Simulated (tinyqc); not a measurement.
# Resistance of a source-drain extension with a graded tip: two studies

y runs along the channel, the gate covers y > 0. The doping is N0 for y < y0 and N0 10^(-(y - y0)/la) beyond, uniform over the depth xj. Sheet conductance s(y) = q mu(N) max(N - Nch, 0) xj + (for y > 0) ma Cox Vo, with mu(N) = u0 + (u1 - u0)/(1 + (N/Nr)^au) and Cox = eps0 eox/tox. Current is taken as one-dimensional; depletion of the tip, spreading and the contact are left out. The metallurgical junction lies at yj, where N = Nch.

Inputs (values chosen for the exercise); mobility law close to that of electrons in silicon: relative permittivity of the gate insulator (close to aluminium oxide) eox = 9.09; insulator thickness tox = 2.8 nm; active doping of the extension far from the gate N0 = 2.6e20 cm^-3; lateral abruptness la = 6 nm/decade; position under the gate where the fall begins (gate edge at 0) y0 = 4.7 nm; depth of the extension xj = 27 nm; channel doping Nch = 8.5e17 cm^-3; spacer length Ls = 23 nm; gate overdrive Vo = 0.66 V; mobility of the gate-induced layer ma = 110 cm^2/(V s); mobility at low doping u1 = 1414 cm^2/(V s); mobility at high doping u0 = 68.5 cm^2/(V s); reference doping Nr = 9.2e16 cm^-3; exponent au = 0.711; gate length Lg = 60 nm.

Constants: q = 1.602176634e-19 C, eps0 = 8.8541878128e-14 F/cm where lengths are in cm. Results are converted to the units shown.

Each table varies one quantity; the others keep the values above.

## Abruptness at a fixed junction position

R_spacer = integral of dy/s from -Ls to 0, R_ov from 0 to yj, R_channel = (Lg - 2 yj)/(ma Cox Vo), R_total = 2 R_spacer + 2 R_ov + R_channel. Electrical length L_eff = ma Cox dR_total/d(1/Vo); R_series = R_total - L_eff/(ma Cox Vo). y0 is moved with la so that yj stays at 19.613 nm.

The same in every row: yj (nm) = 19.61; R_channel (ohm um) = 99.54.

Results:
```
la (nm/decade)	R_spacer (ohm um)	R_ov (ohm um)	R_total (ohm um)	L_eff (nm)	R_series (ohm um)
1	2.802	5.957	117.1	21.70	13.07
2.3	2.802	10.67	126.5	22.88	16.86
3.6	2.802	15.39	135.9	24.05	20.66
4.9	2.802	20.10	145.3	25.23	24.45
6.1	2.802	24.45	154.1	26.31	27.95
8.7	2.876	33.81	172.9	28.66	35.56
10	3.354	38.08	182.4	29.83	39.50
```

Estimate the missing row, la = 7.4 nm/decade.

Computed row:
```
la (nm/decade)	R_spacer (ohm um)	R_ov (ohm um)	R_total (ohm um)	L_eff (nm)	R_series (ohm um)
7.4	2.802	29.17	163.5	27.49	31.75
```

With this row back in the table: As la goes from 1 to 10 nm/decade, R_total rises from 117 to 182 ohm um, R_spacer rises from 2.80 to 3.35 ohm um and R_ov rises from 5.96 to 38.1 ohm um. R_total changes on average by 7.26 ohm um for each nm/decade. L_eff exceeds the metallurgical length by 0.929 nm in the first row and 9.05 nm in the last, since the gate also controls the lightly doped tips.

## Effect of the depth of the extension

Same model as above.

The same in every row: yj (nm) = 19.61; R_channel (ohm um) = 99.54.

Effect of the depth of the extension:
```
xj (nm)	R_spacer (ohm um)	R_ov (ohm um)	R_total (ohm um)	L_eff (nm)	R_series (ohm um)
4	18.91	48.78	234.9	35.20	66.28
5.6	13.51	44.04	214.6	33.34	54.87
7.7	9.826	39.67	198.5	31.68	46.73
11	6.878	34.93	183.2	29.93	39.73
15	5.044	30.99	171.6	28.53	34.89
21	3.603	26.94	160.6	27.15	30.52
29	2.609	23.31	151.4	25.98	26.90
40	1.891	19.96	143.3	24.96	23.66
```

As xj goes from 4 to 40, R_total falls from 235 to 143 ohm um, L_eff falls from 35.2 to 25.0 nm and R_series falls from 66.3 to 23.7 ohm um.

Numbers from tinyqc (`OMP_NUM_THREADS=1 python tinyqc.py 2282066 2282067 out.jsonl`; about 0.03 s on one thread of a shared Intel Xeon 2.30GHz).
